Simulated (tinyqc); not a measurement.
What each change does: short-period [001] superlattice in sp3s* tight binding.

Planes alternate anion, cation along [001], a/4 apart; at zero in-plane momentum s, pz, s* form one block. All levels of A are shifted so that its Ev (lower root of [[Epa, Vxx], [Vxx, Epc]]) is 0, and those of B so that its Ev is -dEv. A monolayer is an anion plane and the cation plane above it; an anion between unlike cations takes the mean of the two anion levels; each bond takes the couplings of its cation. Block from an anion to the cation above: U with Vss/2 (s,s), Vsapc/2 (s,z), -Vscpa/2 (z,s), Vxx/2 (z,z), Vxapc/2 (s*,z), -Vpaxc/2 (z,s*); to the cation below: the same with the s-z and s*-z signs reversed. The cell of n + m monolayers is closed with the phase exp(2 pi i q). No spin-orbit coupling. In this block 2 (n + m) levels are filled.

For the two lowest empty levels at q = 0: energy, share of the cation weight on A, and Gamma character, the share of the cation amplitudes with Fourier index |j|/(n + m) < 1/4 along the stack (near 1: Gamma-like, near 0: folded from X).

Parameters, chosen for this exercise (A near a published set for GaAs, B for AlAs; not measured data): pA = (-8.342, 1.04, -2.657, 3.675, 8.6, 6.75, -6.468, 1.959, 5.083, 4.492, 5.793, 4.843, 4.815) eV (order Esa, Epa, Esc, Epc, Exa, Exc, Vss, Vxx, Vxy, Vsapc, Vscpa, Vxapc, Vpaxc); pB = (-7.515, 0.984, -1.161, 3.596, 7.47, 6.722, -6.646, 1.882, 4.285, 5.109, 5.512, 4.525, 4.988) eV (the same for B); dEv = 0.57 eV (valence offset: Ev(B) lies this far below Ev(A)); n2 = 9 (monolayers of A); m2 = 3 (monolayers of B).

A cell with n = n2 and m = m2.

One parameter was then changed.

Results before and after:

| case | E1 (eV) | A share 1 | Gamma 1 | E2 (eV) | A share 2 | Gamma 2 |
|---|---|---|---|---|---|---|
| base | 1.7006 | 0.92 | 0.99 | 1.8120 | 0.14 | 0.00 |
| changed | 1.6914 | 0.91 | 0.99 | 1.7269 | 0.11 | 0.00 |

Which of these changes was made? (a) m2 = 5; (b) dEv = 0.67 eV; (c) n2 = 11.
Answer: (b) dEv = 0.67 eV. Of the candidates, run in turn, only this one gives the changed row.

All candidates:

| case | E1 (eV) | A share 1 | Gamma 1 | E2 (eV) | A share 2 | Gamma 2 |
|---|---|---|---|---|---|---|
| base | 1.7006 | 0.92 | 0.99 | 1.8120 | 0.14 | 0.00 |
| n2 = 11 | 1.6737 | 0.94 | 1.00 | 1.8119 | 0.14 | 0.01 |
| m2 = 5 | 1.7255 | 0.93 | 0.99 | 1.7455 | 0.03 | 0.00 |
| dEv = 0.67 eV | 1.6914 | 0.91 | 0.99 | 1.7269 | 0.11 | 0.00 |

tinyqc: `OMP_NUM_THREADS=1 python tinyqc.py 1482361 1482362 out.jsonl`; about 0.2 s, one thread, shared Intel(R) Xeon(R) Processor @ 2.30GHz.
